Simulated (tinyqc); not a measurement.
Worked calculation: plane-wave Kohn-Sham cycle with exchange-only LDA in a layered model solid. One step of it, computed by the program tinyqc.

Question. Iteration 2: Hamiltonian at one k. H(m,m') = (k + G_m)^2/2 delta + V(G_m - G_m'), with V(-G) = V(G).

A solid whose potential varies along x alone (atomic units):
```
parameter,value
period a,4.700000
cross-section of the cell,18.000000
electrons per cell,4
grid points,16
"plane waves -n..n, n",2
k points,1
V1 in V1 cos(2 pi x/a),-0.250000
V2 in V2 cos(4 pi x/a),0.130000
```

V(G_m), m = 0, 1, 2, ... (hartree): -0.354273  -0.110659  0.069911  0.000190  0.000658

k = 0.000000 2 pi / a

Give: H.

Answer.

H (hartree):
```
,-2,-1,+0,+1,+2
-2,3.2201,-0.1107,0.0699,0.0002,0.0007
-1,-0.1107,0.5393,-0.1107,0.0699,0.0002
+0,0.0699,-0.1107,-0.3543,-0.1107,0.0699
+1,0.0002,0.0699,-0.1107,0.5393,-0.1107
+2,0.0007,0.0002,0.0699,-0.1107,3.2201
```
